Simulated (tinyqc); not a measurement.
Permittivity of the insulator from five potentials.

Inverse problem. A node lies on a semiconductor-insulator interface. Steps: hs = tb/3 down into the semiconductor, ho = tox/2 up into the insulator, hy = L/6 sideways. The flux balance of its box reads eox (hy/ho)(above - node) + eps_r (hy/hs)(below - node) + [(eps_r hs + eox ho)/(2 hy)](left + right - 2 node) - q Na (hs/2) hy/eps0 = 0. Find eox.

Inputs (values chosen for the exercise); semiconductor permittivity close to that of In0.53Ga0.47As:
```
symbol,value,unit,meaning
eps_r,14,,relative permittivity of the semiconductor
tb,8,nm,body thickness
tox,6.7,nm,insulator thickness
L,44,nm,channel length
Na,0,cm^-3,acceptor density of the depleted body
```

Constants: q = 1.602176634e-19 C, eps0 = 8.8541878128e-14 F/cm where lengths are in cm. Results are converted to the units shown.

psi (V): node 0.0073074172, above -0.026711657, below 0.038938876, left 0.10764820, right -0.015035054

Answer. The balance is linear in eox.

eox = 25.0

Program tinyqc, `OMP_NUM_THREADS=1 python tinyqc.py 2480107 2480108 out.jsonl`; Intel Xeon 2.30GHz, shared host, one thread, about 0.1 s.
